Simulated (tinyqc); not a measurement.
# Which input was changed?

Model: critical temperature from a phonon spectrum: McMillan, Allen-Dynes and the linearised Eliashberg equation. Computed by tinyqc, a small Python program. Command: `OMP_NUM_THREADS=1 python tinyqc.py 3024330 3024331 out.jsonl eliashberg which`. One thread of a shared host (Intel(R) Xeon(R) Processor @ 2.30GHz), about 0.1 s of CPU time with the checks.

alpha^2 F(omega) = sum_i (lambda_i omega_i/2) delta(omega - omega_i), so that lambda = 2 int alpha^2 F/omega d omega = sum_i lambda_i.

Inputs (values chosen for the exercise, for a model metal):
```
quantity                     value  unit
peak energy omega_1           10.9   meV
coupling lambda_1             1.49     -
peak energy omega_2           22.7   meV
coupling lambda_2            0.802     -
Coulomb pseudopotential mu*    0.1     -
```

Peaks in alpha^2 F: two.

Constants: k_B = 8.617333262e-05 eV/K.

Method:
- omega_log = exp(sum lambda_i ln omega_i / lambda); omega_rms = sqrt(sum lambda_i omega_i^2 / lambda).
- McMillan form: k_B T_c = (omega_log/1.2) exp[-1.04 (1 + lambda)/(lambda - mu* (1 + 0.62 lambda))]. Allen-Dynes multiplies it by f1 f2: f1 = [1 + (lambda/L1)^(3/2)]^(1/3), L1 = 2.46 (1 + 3.8 mu*); f2 = 1 + (omega_rms/omega_log - 1) lambda^2/(lambda^2 + L2^2), L2 = 1.82 (1 + 6.3 mu*) omega_rms/omega_log.
- Linearised Eliashberg equation at omega_n = (2n + 1) pi k_B T, n = 0..N-1: lambda(j) = sum_i lambda_i omega_i^2/(omega_i^2 + (2 pi j k_B T)^2); K_mn = lambda(m - n) + lambda(m + n + 1) - 2 mu*(N) - delta_mn [2m + 1 + lambda(0) + 2 sum_(j=1..m) lambda(j)], with 1/mu*(N) = 1/mu* + ln(omega_rms/omega_N), omega_N = (2N + 1) pi k_B T. T_c is where the largest eigenvalue rho of K is zero.
- N is the smallest integer at or above 8 omega_max/(2 pi k_B T_AD), omega_max the highest peak and T_AD the Allen-Dynes value.
- T_c ~ M^(-a). All omega_i scale as M^(-1/2) at fixed lambda, but mu* = mu/(1 + mu ln(E_F/omega)) changes: d mu*/d ln omega = mu*^2. In the McMillan form a = (1/2) [1 - 1.04 (1 + lambda)(1 + 0.62 lambda) mu*^2/(lambda - mu* (1 + 0.62 lambda))^2].

Task: One of these inputs alone was changed, within the range given: peak energy omega_1 (5.45 to 21.8); peak energy omega_2 (11.35 to 45.4); coupling lambda_2 (0.401 to 1.604); Coulomb pseudopotential mu* (0.05 to 0.2). Which one, and to what value?

Results:
```
run     T_c, Eliashberg (K)  omega_log (meV)  isotope exponent a
before             30.77927         14.08992           0.4901372
after              33.59879         15.12542           0.4901372
```

Result:

Each candidate set to reproduce T_c, Eliashberg, and what it then gives:
```
candidate                    range searched  value needed  omega_log (meV)  isotope exponent a
peak energy omega_1 (meV)      5.45 to 21.8         12.66           15.532             0.49014
peak energy omega_2 (meV)     11.35 to 45.4         27.80           15.125             0.49014
coupling lambda_2            0.401 to 1.604        0.9522           14.509             0.49062
Coulomb pseudopotential mu*     0.05 to 0.2       0.06948           14.090             0.49556
```

Only peak energy omega_2 fits every result: it went from 22.7 to 27.8 meV. The next best candidate, peak energy omega_1, misses one result by 2.7 %.

Caution: for lambda above about 1.5 the plain McMillan form saturates and falls short.
